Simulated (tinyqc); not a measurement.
## Band bending at a free surface with one surface level, surface photovoltage and Kelvin probe: photovoltage against injection

n-type bulk, xi = Ec - EF = Vt ln(Nc/Nd), p0 = ni^2/Nd, ni = sqrt(Nc Nv) exp(-Eg/(2 Vt)), Eg in volts. b is the upward band bending, u = b/Vt. Space charge per area, in units of q: Qc = sign(b) sqrt((2 eps0 eps_r Vt/q) [(Nd + dn)(exp(-u) - 1) + Nd u + (p0 + dn)(exp(u) - 1)]), with dn the excess density under light (flat quasi-Fermi levels; 0 in the dark). The level holds -Ns f, f = 1/(1 + exp((xi + b - Es)/Vt)). Neutrality: Qc + Qf + (charge of the states) = 0.

Under chopped light the surface charge keeps its dark value, so b falls to bL with Qc(bL, dn) = Qc(b, 0); the photovoltage is b - bL.

Parameters, values chosen for the exercise; band and dielectric values close to those of gallium nitride:
- T = 300 K (temperature)
- Eg = 3.33 eV (band gap)
- eps_r = 9.61 (relative permittivity)
- Nc = 2.26e18 cm^-3 (conduction-band density of states at T)
- Nv = 4.64e19 cm^-3 (valence-band density of states at T)
- Nd = 4.3e16 cm^-3 (donor density)
- Qf = 0 cm^-2 (fixed positive charge at the surface)
- Ns = 1.3e12 cm^-2 (density of an acceptor-like surface level)
- Es = 0.81 eV (its depth below the conduction edge)

Constants: q = 1.602176634e-19 C, kB = 1.380649e-23 J/K, Vt = kB T/q, eps0 = 8.8541878128e-14 F/cm where lengths are in cm. Results are converted to the units shown.

Photovoltage against injection:
```
dn (cm^-3)	bL (V)	photovoltage (mV)	share of b removed (%)
4e7	0.5802	134.5	18.81
4e8	0.5290	185.7	25.98
4e9	0.4760	238.7	33.40
4e10	0.4218	292.9	40.99
4e11	0.3667	348.0	48.69
3.9e12	0.3116	403.1	56.40
3.9e13	0.2555	459.2	64.25
3.9e14	0.1990	515.7	72.16
3.9e15	0.1423	572.4	80.09
3.9e16	0.08679	627.9	87.86
3.9e17	0.03967	675.0	94.45
```

Read the table: what changes, and by how much?

The photovoltage rises from 134 to 675 mV, towards the full b = 715 mV. Its steepest rise is 56.6 mV a decade (Vt ln 10 = 59.5 mV), and it reaches 94.4 % of b in the last row: even strong light does not flatten the bands fully, so a saturation reading understates b. For dn = 3.9e17 the injection is high, and a Dember voltage, left out here, adds to the signal.

Numbers from tinyqc (`OMP_NUM_THREADS=1 python tinyqc.py 2430039 2430040 out.jsonl`; about 0.01 s on one thread of a shared Intel Xeon 2.30GHz).
